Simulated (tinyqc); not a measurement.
# Dose and depth of a threshold implant

Inverse problem. A sheet of D acceptors per cm^2 lies at depth xi inside the depleted layer of a body doped Na. In the depletion approximation VT = Vfb + f2 + q D/Cox + gamma sqrt(f2 + Vsb - q D xi/(eps0 eps_r)), gamma = sqrt(2 eps0 eps_r q Na)/Cox, Cox = eps0 eox/tox. Find gamma, D and xi.

Parameters, values chosen for the exercise; band and dielectric values close to those of silicon: relative permittivity eps_r = 11.6; acceptor density deep in the body Na = 5.9e17 cm^-3; relative permittivity of the gate insulator (close to silicon dioxide) eox = 3.9; insulator thickness tox = 1.5 nm; flat-band voltage Vfb = -0.93 V; band bending 2 phiF at threshold f2 = 0.977 V.

Constants: q = 1.602176634e-19 C, eps0 = 8.8541878128e-14 F/cm where lengths are in cm. Results are converted to the units shown.

VT against the source at Vsb = 0 and 3 V (V): [0.29107919, 0.48940192]

Solution. With y^2 = f2 - q D xi/(eps0 eps_r) and d the difference of the thresholds over gamma, sqrt(y^2 + Vsb) - y = d gives y = (Vsb - d^2)/(2 d). The first threshold then gives D, and y^2 gives xi.

gamma = 0.191 V^0.5
D = 9.50e11 cm^-2
xi = 7.60 nm

Computed by the program tinyqc: `OMP_NUM_THREADS=1 python tinyqc.py 2080022 2080023 out.jsonl`, one thread of a shared Intel Xeon 2.30GHz, about 0.3 s for the whole run.
